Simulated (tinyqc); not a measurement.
# Quasi-harmonic thermal expansion with mode Grueneisen parameters, step by step

A worked calculation. Computed by tinyqc, a small Python program that keeps every step. Command: `OMP_NUM_THREADS=1 python tinyqc.py 3015407 3015408 out.jsonl qha walk`. One thread of a shared host (Intel(R) Xeon(R) Processor @ 2.30GHz), about 0.02 s of CPU time with the checks. Intermediate numbers are printed to about 7 digits and carried at full precision; extremes and crossings named in words are read from the listed rows.

A crystal with two atoms a cell; per atom there are 1 transverse acoustic (TA), 1/2 longitudinal acoustic (LA) and 3/2 optical (O) modes. Every frequency of group i scales as nu_i (V/V0)^(-gamma_i). The acoustic groups have Debye spectra, density 3 nu^2/nu_i^3 up to nu_i (40 Gauss-Legendre points); the optical group has one frequency. Static energy: E = (9 V0 B0/16) [y^3 B' + y^2 (2 - 4 y)], y = (V0/V)^(2/3) - 1, with pressure P_s = (3 B0/2) (z^7 - z^5) [1 + (3/4)(B' - 4)(z^2 - 1)], z = (V0/V)^(1/3).

Inputs (values chosen for the exercise, for a model crystal): static volume V0 = 15.5 angstrom^3/atom; static bulk modulus B0 = 78.6 GPa; static B' = 4.14; frequency nu_TA = 3.04 THz; frequency nu_LA = 6.24 THz; frequency nu_O = 10.5 THz; Grueneisen parameter gamma_TA = 1.5; Grueneisen parameter gamma_LA = 1.8; Grueneisen parameter gamma_O = 0.83; temperature T = 200 K; step factor f = 1.2.

Acoustic groups: Debye.

Constants: h x 1 THz = 4.135667696 meV; k_B = 8.617333262e-05 eV/K; 1 eV/angstrom^3 = 160.2176634 GPa.

## Mode groups at the static volume

For a mode with x = h nu/(k_B T), n = 1/(exp(x) - 1): U = h nu (n + 1/2), C/k_B = x^2 n (n + 1); U_i and C_i sum these over group i with its weight per atom. Phonon pressure P_ph = sum_i gamma_i U_i/V.

Groups:
```
group  h nu_i/(k_B T)  U_i (meV)  C_i (k_B)  gamma_i C_i (k_B)
TA          0.7294849   17.69036  0.9738901           1.460835
LA           1.497364   9.558617  0.4481441          0.8066594
O            2.519603   38.27030  0.9065556          0.7524411
```

phonon pressure at V0 = 0.7804709 GPa

## Grueneisen's estimate

gamma_th = sum gamma_i C_i / sum C_i; volume expansion coefficient alpha_V = gamma_th C k_B/(B0 V0); linear coefficient alpha_V/3; first-order volume change P_ph/B0.

heat capacity C at V0 = 2.328590 k_B/atom

gamma_th at V0 = 1.296895

linear expansion, Grueneisen estimate = 11.40789 ppm/K

first-order volume change = 0.9929655 %

The TA group gives the largest part of the expansion.

## Equilibrium volume by iteration

Start at V0 and step V(new) = V [1 + f (P_s + P_ph)/B0]; stop when |P_s + P_ph| < 1e-8 GPa, after 60 steps, or when V leaves 0.7 to 1.3 V0.

Iterations:
```
step  V (angstrom^3)  P_s + P_ph (GPa)
0           15.50000      7.804709e-01
1           15.68469     -1.400224e-01
2           15.65116      2.295950e-02
3           15.65665     -3.830656e-03
4           15.65573      6.373291e-04
5           15.65588     -1.060861e-04
6           15.65586      1.765709e-05
7           15.65586     -2.938905e-06
8           15.65586      4.891600e-07
9           15.65586     -8.141728e-08
10          15.65586      1.355134e-08
11          15.65586     -2.255539e-09
```

converged (1 yes, 0 no) = 1

volume V(T) = 15.65586 angstrom^3/atom

Converged at step 11; the volume lies +1.006 % from V0.

## Properties at the equilibrium volume

B_T = -V d(P_s + P_ph)/dV at fixed T (central difference, step 1e-4 V); alpha_V = sum gamma_i C_i k_B/(B_T V), all at V(T); the linear coefficient is alpha_L = alpha_V/3. C_P - C_V = alpha_V^2 B_T V T; the optical frequency is nu_O (V/V0)^(-gamma_O).

volume change from V0 = 1.005566 %

isothermal bulk modulus B_T = 76.40202 GPa

linear expansion coefficient = 11.65841 ppm/K

C_V = 2.338255 k_B/atom

C_P - C_V = 0.02119579 k_B/atom

optical frequency at V(T) = 10.41316 THz

B_T lies -2.80 % from the static B0, and the Grueneisen estimate at V0 differs from this expansion coefficient by -2.1 %.

## Zero-point expansion

At T = 0, U_i is the zero-point energy (h nu/2 a mode); solve P_s + P_ph = 0.

volume at T = 0 = 15.58748 angstrom^3/atom

zero-point volume change = 0.5644087 %

## Expansion against temperature

V(T) solves P_s + P_ph = 0. The Grueneisen estimate uses C_i, V0 and B0 at the static volume; gamma_th = sum gamma_i C_i / sum C_i is taken at V(T).

Quasi-harmonic results:
```
T (K)  V/V0 - 1 (%)  B_T (GPa)  alpha_L (ppm/K)  alpha_L, Grueneisen estimate  gamma_th
20         0.566187   77.70924          1.08952                       1.06096  1.518996
40         0.581097   77.64407          3.78041                       3.71363  1.537868
70         0.628492   77.47716          6.45647                       6.35899  1.527353
100        0.695609   77.26642          8.27596                       8.14633  1.453070
150        0.837910   76.85494         10.38391                      10.19498  1.349076
220        1.077361   76.21455         12.01514                      11.73962  1.282771
300        1.381881   75.44598         12.95057                      12.57342  1.252399
450        1.995957   73.97107         13.77650                      13.20319  1.231773
700        3.083518   71.49230         14.44265                      13.52794  1.221882
1000       4.459088   68.52535         14.99872                      13.64960  1.218319
```

alpha_L is positive throughout. gamma_th moves from 1.52, near gamma_TA = 1.5, to 1.22, near the average over all modes, 1.22, as the stiffer groups take up their share of C (not monotonically: the LA group comes in before the optical one). B_T changes by -11.8 % over the table, and at the highest T the estimate at fixed V0 and B0 is off by -9.0 %. Rows with a volume change above 4 % are beyond the safe range of the quasi-harmonic model.

Checks made by the program: zero of the pressure against the minimum of F(V) = E + F_ph (relative difference 3e-09); alpha against the slope of V(T) (relative difference 4e-08).
